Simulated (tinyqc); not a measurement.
MOS inversion layer, Poisson-Schroedinger loop: one step of the calculation.

Electrons confined at an insulator interface at z = 0, treated as a hard wall; parabolic valleys, Hartree approximation, no image or exchange terms. The depletion charge lies far deeper than the electrons and gives a uniform field q Nd/(eps0 eps_r); the gate balances all charge. Energies are counted from the band edge at the interface.

Problem. Levels and probability densities. Tridiagonal Hamiltonian with psi = 0 one step beyond both ends: H_ii = C (1/m_(i-1/2) + 1/m_(i+1/2))/hz^2 + V0_i + U_i, H_(i,i+1) = -C/(m_(i+1/2) hz^2), C = hbar^2/(2 m0). The lowest 2 level(s) are kept, normalised to hz sum |psi|^2 = 1. The mass is the same on all intervals.

Inputs (values chosen for the exercise):
```
symbol  value  unit                                     meaning
mz1     0.325    m0  mass along z of valley set A (3 valley(s))
hz       0.46    nm                                   mesh step
```

Constants: q = 1.602176634e-19 C, hbar = 1.054571817e-34 J s, m0 = 9.1093837015e-31 kg, hbar^2/(2 m0) = 0.0380998212 eV nm^2. Results are converted to the units shown.

```
node  fixed potential V0 (eV)  self-consistent potential U at the start (eV)
1                  0.01020277                                              0
2                  0.02040554                                              0
3                  0.03060831                                              0
4                  0.04081108                                              0
5                  0.05101384                                              0
6                  0.06121661                                              0
7                  0.07141938                                              0
8                  0.08162215                                              0
9                  0.09182492                                              0
10                 0.10202769                                              0
11                 0.11223046                                              0
12                 0.12243323                                              0
13                 0.13263600                                              0
14                 0.14283876                                              0
15                 0.15304153                                              0
16                 0.16324430                                              0
17                 0.17344707                                              0
18                 0.18364984                                              0
19                 0.19385261                                              0
```

Give: levels; |psi|^2 of A1; |psi|^2 of A2.

Solution.

levels (eV): A1 0.0901, A2 0.1587

```
node  |psi|^2 of A1 (1/nm)  |psi|^2 of A2 (1/nm)
1                   0.0390                0.0414
2                   0.1343                0.1242
3                   0.2395                0.1709
4                   0.3132                0.1435
5                   0.3367                0.0695
6                   0.3134                0.0095
7                   0.2603                0.0074
8                   0.1967                0.0656
9                   0.1368                0.1524
10                  0.0885                0.2281
11                  0.0536                0.2663
12                  0.0305                0.2613
13                  0.0164                0.2236
14                  0.0083                0.1700
15                  0.0040                0.1156
16                  0.0018                0.0698
17                  0.0007                0.0364
18                  0.0002                0.0149
19                  0.0001                0.0035
```

Numbers from tinyqc (`OMP_NUM_THREADS=1 python tinyqc.py 2160101 2160102 out.jsonl`; about 0.3 s on one thread of a shared Intel Xeon 2.30GHz).
